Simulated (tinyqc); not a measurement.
What moves lifetime and leakage: Shockley-Read-Hall recombination through one deep level.

One level at Et with degeneracy 1: tn = 1/(sn vth Nt), tp = 1/(sp_ vth Nt), n1 = Nc exp((Et - Eg)/kT), p1 = Nv exp(-Et/kT), ni^2 = n1 p1. Equilibrium p0 = Nm, n0 = ni^2/Nm; n = n0 + dn, p = p0 + dn. U = (n p - ni^2)/(tp (n + n1) + tn (p + p1)), lifetime dn/U; emission rates en = sn vth n1, ep = sp_ vth p1.

Constants: kB = 8.617333262e-05 eV/K.

Values chosen for the exercise (gap and densities of states near those of Si at this temperature; not measured data): Eg = 1.112 eV (gap); Nc = 3.5e+19 1/cm^3 (conduction-band density of states); Nv = 1.42e+19 1/cm^3 (valence-band density of states); T = 350 K; Et = 0.544 eV (recombination level above Ev); Nt = 9e+13 1/cm^3 (defects); sn = 2e-16 cm^2 (electron capture cross-section); sp_ = 7.5e-15 cm^2 (hole capture cross-section); vth = 13000000 cm/s (thermal velocity, both carriers); Nm = 2e+15 1/cm^3 (equilibrium holes for the lifetime steps); dn = 1.5e+16 1/cm^3 (excess pairs).

G = Nt en ep/(en + ep).

Results for these values:

| case | lifetime (microsecond) | G (1/(cm^3 s)) |
|---|---|---|
| base | 4.374 | 5.27e+16 |

What happens to each result for Nt = 4.5e+13 1/cm^3, all else kept?

Answer: lifetime rises from 4.374 to 8.748; G falls from 5.27e+16 to 2.63e+16.

The same for each parameter in turn:

| case | lifetime (microsecond) | G (1/(cm^3 s)) |
|---|---|---|
| base | 4.374 | 5.27e+16 |
| Et = 0.584 eV | 4.374 | 1.44e+17 |
| sn = 4e-16 cm^2 | 2.237 | 1.02e+17 |
| sp_ = 1.5e-14 cm^2 | 4.324 | 5.35e+16 |
| Nt = 4.5e+13 1/cm^3 | 8.748 | 2.63e+16 |
| Nm = 6e+15 1/cm^3 | 4.355 | 5.27e+16 |
| dn = 4.5e+16 1/cm^3 | 4.383 | 5.27e+16 |

Run: tinyqc, `OMP_NUM_THREADS=1 python tinyqc.py 1682274 1682275 out.jsonl`; Intel(R) Xeon(R) Processor @ 2.30GHz, one thread, shared host; about 0.01 s of CPU time with all checks.
